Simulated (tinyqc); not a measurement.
# Via and link resistance from two via chains

Inverse problem. A chain of 5000 vias joined by 5000 metal links has R = 5000 (Rv + Rlink), with Rlink proportional to the link length. Find Rv, Rlink for length L, and the value of Rv that the short chain would give if the links were ignored.

resistance of chains of 5000 links with link lengths L and 3 L (ohm): [97500, 1.125e5]

Answer. R per link is a straight line in the link length; its intercept at zero length is Rv.

Rv = 18.00 ohm
Rlink = 1.500 ohm
Rv without correction = 19.50 ohm

Numbers from tinyqc (`OMP_NUM_THREADS=1 python tinyqc.py 2750163 2750164 out.jsonl`; about 0.01 s on one thread of a shared Intel Xeon 2.30GHz).
